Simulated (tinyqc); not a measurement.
Slow cooling against a quench: self-consistent Fermi level with native defects, at growth and after a quench. Computed by tinyqc, a small Python program. Command: `OMP_NUM_THREADS=1 python tinyqc.py 3006454 3006455 out.jsonl scfermi walk`. One thread of a shared host (Intel(R) Xeon(R) Processor @ 2.30GHz), about 0.06 s of CPU time with the checks.

Energies are counted from the top of the valence band (VBM); when the gap shrinks with temperature the conduction band moves and the levels stay. The added dopant is taken as fully ionised. D and A draw on one reservoir with opposite signs, as the two vacancies of a compound do.

Inputs (values chosen for the exercise, with bands modelled on ZnSe):
```
quantity                                value   unit
gap E_g at 300 K                         2.66     eV
slope -dE_g/dT above 300 K            0.00058   eV/K
electron mass m_e                        0.15    m_0
valleys M_c                                 1      -
hole mass m_h                           0.765    m_0
E_f of the neutral native donor D       3.557     eV
E_f of the neutral native acceptor A    1.816     eV
shift s of the chemical potential      -0.079     eV
site density N_s                      4.9e+22  cm^-3
dopant density N_X                    2.5e+19  cm^-3
growth temperature T_g                   1260      K
temperature of use T                      300      K
```

Added shallow dopant: acceptor.

levels of D above the VBM, most positive state first (eV): 1.7  2.14  2.25

levels of A above the VBM, (0/-1) first (eV): 0.262  1.59

Constants: m_0 = 9.1093837015e-31 kg; k_B = 1.380649e-23 J/K; h = 6.62607015e-34 J s; k_B = 8.617333262e-05 eV/K.

Method:
- E_f(D, 0) = input + s and E_f(A, 0) = input - s; E_f(q, E_F = 0) follows from the levels, eps(q/q-1) = E_f(q - 1) - E_f(q) at E_F = 0.
- E_g(T) = E_g - slope x max(0, T - 300 K).
- N_c = 2 M_c (2 pi m_e k_B T/h^2)^(3/2) and N_v = 2 (2 pi m_h k_B T/h^2)^(3/2), masses in units of m_0.
- At growth T = T_g.
- n = N_c F_1/2((E_F - E_g)/k_B T), p = N_v F_1/2(-E_F/k_B T).
- F_1/2(eta) = (2/sqrt(pi)) int_0^infinity sqrt(x)/(1 + exp(x - eta)) dx, by the trapezoid rule in t = sqrt(x) with step 0.02 up to t = 12 (for eta < -12 by exp(eta) - exp(2 eta)/2^(3/2)).
- In equilibrium c_q = N_s exp(-(E_f(q, 0) + q E_F)/k_B T).
- Net charge = p - n + sum q c_q - N_X; the log ratio is ln(positive charge/negative charge).
- E_F is the root of the log ratio, by 50 bisections between -0.5 eV and E_g + 0.5 eV.
- After a quench the totals of D and A stay as grown, and each is shared among its charge states with weights exp(-(E_f(q, 0) + q E_F)/k_B T).
- Each E_F by bisection; full equilibrium lets the defects form and vanish at every T.

E_f(q, E_F = 0) (eV): D(+3) -2.612, D(+2) -0.912, D(+1) 1.228, D(0) 3.478, A(0) 1.895, A(-1) 2.157, A(-2) 3.747

total D = 1.04136e+19 cm^-3

total A = 6.02731e+18 cm^-3

Two histories (densities in cm^-3):
```
T (K)  E_F, equilibrium (eV)           n           p  all defects  E_F, frozen (eV)   n, frozen   p, frozen
1070                  1.1365  8.3172e+13  5.0154e+14   9.3691e+18            1.2447  2.6894e+14  1.5510e+14
880                   1.0900  6.3102e+11  4.8251e+13   8.3849e+18            1.3124  1.1840e+13  2.5716e+12
680                   1.0402  2.1144e+08  1.1189e+12   8.3337e+18            1.3818  7.1996e+10  3.2861e+09
490                   0.9928  2.9475e+02  2.1537e+09   8.3333e+18            1.4451  1.3205e+07  4.8071e+04
300                   0.9455  2.2945e-11  2.1981e+03   8.3333e+18            1.5039  5.5200e-02  9.1369e-07
```

What does the comparison show, and why?

At 300 K equilibrium would leave 8.33e18 defects per cm^3 against 1.64e19 frozen in, and E_F differs by +0.558 eV. Both histories end semi-insulating. Real samples lie between, set by the temperature at which diffusion stops. In so wide a gap the dopant may be only partly ionised at the temperature of use; these carrier densities are then overstated.
